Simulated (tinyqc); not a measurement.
AlGaN/GaN HEMT with access regions, lumped model: one step of the calculation.

A polarisation-induced electron sheet under a Schottky gate, in series with two ungated access regions and contacts. Drift law v = mu E/(1 + mu E/vs) under the gate. Currents in mA/mm, resistances in ohm mm. No self-heating, no channel-length modulation; fits for polarisation, barrier and offset are chosen for the exercise.

Task. Drain current. Access resistance R(L, n) = L/(q mu n sqrt(1 - (I/(q n vs))^2)); Rs = Rc + R(Ls, n0), Rd = Rc + R(Ld, (1 - ft) n0). Vg' = Vg - I Rs, Vd' = Vd - I (Rs + Rd); with u = Vg' - VT, Vc = vs Lg/mu and w the smaller of Vd' and Vc [sqrt(1 + 2 u/Vc) - 1] (0 if negative), the channel gives (mu Cb/Lg)(u w - w^2/2)/(1 + w/Vc). I(new) = I + 0.5 (channel current - I).

Parameters, values chosen for the exercise; values close to those of AlGaN/GaN structures:
```
symbol,value,unit,meaning
mu,1800,cm^2/(V s),channel mobility
vs,1e7,cm/s,saturation velocity
Lg,0.5,um,gate length
Ls,2,um,source access length
Ld,8,um,drain access length
Rc,0.56,ohm mm,resistance of each contact
ft,0,,share of the drain-access electrons removed by traps
Vg,-1,V,gate voltage
Vd,4,V,drain voltage
```

Constants: q = 1.602176634e-19 C. Results are converted to the units shown.

I at the start = 720 mA/mm
VT = -4.5842818 V
Cb = 0.54305685 uF/cm^2
n0 = 1.5538397e13 cm^-2

Give: Rs; Rd; Vg'; Vd'; channel current; I after iteration 1.

Result.

Rs = 1.026 ohm mm
Rd = 2.425 ohm mm
Vg' = -1.739 V
Vd' = 1.515 V
channel current = 996.8 mA/mm
I after iteration 1 = 858.4 mA/mm

Computed by the program tinyqc: `OMP_NUM_THREADS=1 python tinyqc.py 2570019 2570020 out.jsonl`, one thread of a shared Intel Xeon 2.30GHz, about 0.02 s for the whole run.
